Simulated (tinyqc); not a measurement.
Changing the temperature T: strain, valley repopulation and piezoresistance in a many-valley conduction band. Computed by tinyqc, a small Python program. Command: `OMP_NUM_THREADS=1 python tinyqc.py 3010226 3010227 out.jsonl valleys sweep`. One thread of a shared host (Intel(R) Xeon(R) Processor @ 2.30GHz), about 0.04 s of CPU time with the checks.

Valleys are ellipsoids with mass m_l along the axis a and m_t across it, parabolic, with one constant relaxation time; strain shifts the valleys and leaves the masses alone. Currents are taken along [110], along the load, and along [1-10], across the load.

Inputs (values chosen for the exercise, for a model crystal):
```
quantity                               value    unit
longitudinal mass m_l                   1.26     m_0
transverse mass m_t                   0.0801     m_0
shear deformation potential Xi_u          16      eV
dilation deformation potential Xi_d     -4.1      eV
C11                                      126     GPa
C12                                     43.4     GPa
C44                                       64     GPa
stress X (tension positive)              -89     MPa
electron density n                   1.9e+19  1/cm^3
relaxation time tau                      110      fs
```

Valley axes: <111> (4 valleys). Load: uniaxial [110].

Constants: k_B = 8.617333262e-05 eV/K; m_0 = 9.1093837015e-31 kg; k_B = 1.380649e-23 J/K; hbar = 1.054571817e-34 J s; e = 1.602176634e-19 C.

Method:
- Compliances S11 = (C11 + C12)/((C11 - C12)(C11 + 2 C12)), S12 = -C12/((C11 - C12)(C11 + 2 C12)), S44 = 1/C44; stress sigma_ij = X n_i n_j for the unit vector n of the load; e_xx = S11 sigma_xx + S12 (sigma_yy + sigma_zz), e_xy = S44 sigma_xy/2 (tensor strain).
- Herring-Vogt shift of a valley with unit axis a: dE = Xi_d tr(e) + Xi_u a.e.a.
- Each of the 4 valleys holds n_v = N_v (2/sqrt(pi)) F_1/2((E_F - dE_v)/(k_B T)), N_v = 2 (m_d k_B T/(2 pi hbar^2))^(3/2), m_d = (m_l m_t^2)^(1/3); E_F solves sum n_v = n and is counted from the unstrained edge.
- F_j(eta) = int_0^infinity x^j/(1 + exp(x - eta)) dx, without a gamma-function factor. It is evaluated after integrating by parts.
- Integrals over x = E/(k_B T) use 160 Gauss-Legendre points in u = sqrt(x) from 0 to sqrt(max(eta, 0) + 32).
- Mobility tensor mu = e tau sum_v (n_v/n) [1/m_t + (1/m_l - 1/m_t) a a^T]; unstrained mu_0 = e tau (1/m_l + 2/m_t)/3; resistivity along d from the inverse tensor, rho_d = d.mu^-1.d/(n e), mobility along d = 1/(d.mu^-1.d); gauge pi_d = (rho_d/rho_0 - 1)/X.
- With eta_0 the reduced Fermi level without strain, r = F_-1/2(eta_0)/(2 F_1/2(eta_0)) (1 for a classical gas) and c = r (Xi_u/k_B T) (m_l - m_t)/(2 m_l + m_t): pi44 = -c S44/3, pi11 = pi12 = 0.

One run for each value; columns: (1) temperature T (K); (2) pi44 (1e-11/Pa); (3) degeneracy factor r; (4) resistance change along the first direction (%); (5) resistance change along the second direction (%):
```
(1)     (2)     (3)    (4)     (5)
50   -109.8  0.1251  5.134  -4.656
71   -109.1  0.1765  5.098  -4.626
100  -107.6  0.2451  5.022  -4.564
150  -103.4  0.3534  4.817  -4.393
290   -87.0  0.5750  4.022  -3.723
420   -72.9  0.6972  3.346  -3.136
600   -58.1  0.7950  2.654  -2.520
```

Give the missing row, temperature T (K) = 210.

Computed row; columns: (1) temperature T (K); (2) pi44 (1e-11/Pa); (3) degeneracy factor r; (4) resistance change along the first direction (%); (5) resistance change along the second direction (%):
```
(1)    (2)     (3)    (4)     (5)
210  -96.7  0.4628  4.490  -4.120
```

Interpolating between the two neighbouring rows (the first column on a logarithmic scale, the others too where they are positive) misses most in resistance change along the first direction (%), by 2.2 %. Over the rows, pi44 (1e-11/Pa) rises from -110 to -58.1 (exponent d ln y / d ln x -0.019 between the first rows and -0.63 between the last); degeneracy factor r rises from 0.125 to 0.795 (exponent d ln y / d ln x 0.98 between the first rows and 0.37 between the last); resistance change along the first direction (%) falls from 5.13 to 2.65 (exponent d ln y / d ln x -0.020 between the first rows and -0.65 between the last). At the low end the exponent of pi44 is -0.02, close to 0: a degenerate gas, where E_F replaces k_B T. Repopulation depends on the splitting over k_B T (over E_F when r is small).
